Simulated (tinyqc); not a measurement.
## Two-junction solar cell, detailed-balance limit: effect of the gap of the top cell

The top cell takes all photons above E1, the bottom cell those between E2 and E1. Each cell follows J = Jsc - J0 (exp(V/Vt) - 1) with J0 = q ge Phi(gap, T)/ERE; light emitted by one cell and absorbed by the other is left out. In series both carry one current; wired apart (four terminals) each works at its own maximum power point. Efficiencies are counted against Pin = fs X sigma Ts^4.

Photon flux above E from a black body at temperature T into a hemisphere: Phi(E, T) = A sum_k exp(-k E/th)[E^2 th/k + 2 E th^2/k^2 + 2 th^3/k^3], k = 1, 2, ..., with th = kB T/q in eV and A = 2 pi q^3/(h^3 c^2). J1 = q fs X Phi(E1, Ts), J2 = q fs X [Phi(E2, Ts) - Phi(E1, Ts)], J01 and J02 as above; sigma = 2 pi^5 kB^4/(15 h^3 c^2). In series V(J) = Vt [ln((J1 - J)/J01 + 1) + ln((J2 - J)/J02 + 1)], and J V(J) is largest where V = J Vt [1/(J1 - J + J01) + 1/(J2 - J + J02)]. Apart, each cell has (1 + v) exp(v) = 1 + Jsc/J0 at its maximum power point, v = Vmp/Vt.

Values chosen for this exercise: cell temperature T = 298 K; temperature of the black-body sun Ts = 5760 K; share of the hemisphere filled by the sun fs = 2.16e-5; concentration X = 1000; external radiative efficiency ERE = 1; number of faces that emit ge = 1; gap of the bottom cell E2 = 1.21 eV.

Constants: q = 1.602176634e-19 C, kB = 1.380649e-23 J/K, h = 6.62607015e-34 J s, c = 299792458 m/s, Vt = kB T/q. Results are converted to the units shown.

Result of one run:
```
E1 (eV)	J1 (mA/cm^2)	J2 (mA/cm^2)	series efficiency (%)	four-terminal efficiency (%)
1.99	1.995e4	2.838e4	41.88	47.04
```

What becomes of these results when the gap of the top cell E1 is changed from 1.99 to 1.77 eV, all else the same?

Result of the changed run:
```
E1 (eV)	J1 (mA/cm^2)	J2 (mA/cm^2)	series efficiency (%)	four-terminal efficiency (%)
1.77	2.612e4	2.221e4	42.87	46.34
```

The whole series:
```
E1 (eV)	J1 (mA/cm^2)	J2 (mA/cm^2)	series efficiency (%)	four-terminal efficiency (%)
1.43	3.847e4	9859	16.86	42.14
1.54	3.409e4	1.424e4	25.46	44.01
1.66	2.973e4	1.860e4	34.73	45.47
1.77	2.612e4	2.221e4	42.87	46.34
1.88	2.286e4	2.546e4	45.77	46.84
1.99	1.995e4	2.838e4	41.88	47.04
```

As E1 goes from 1.43 to 1.99 eV, the series efficiency goes from 16.9 through a maximum of 45.8 (at E1 = 1.88 eV among the rows listed) to 41.9 %, and the four-terminal one rises from 42.1 to 47.0 %. Among the rows the two lie closest, 1.1 points apart, at E1 = 1.88 eV, where J1/J2 = 0.898; the spread over the rows is 28.9 points in series and 4.90 apart. Current matching makes the series cell the more sensitive one. In every row the open-circuit voltage of the bottom cell lies within 6 Vt of its gap, where the Boltzmann form begins to fail. For E1 = 1.43 to 1.77 eV the top cell has surplus current and is radiative, so luminescent coupling, left out here, would help the series cell.

Computed by the program tinyqc: `OMP_NUM_THREADS=1 python tinyqc.py 2820108 2820109 out.jsonl`, one thread of a shared Intel Xeon 2.30GHz, about 0.01 s for the whole run.
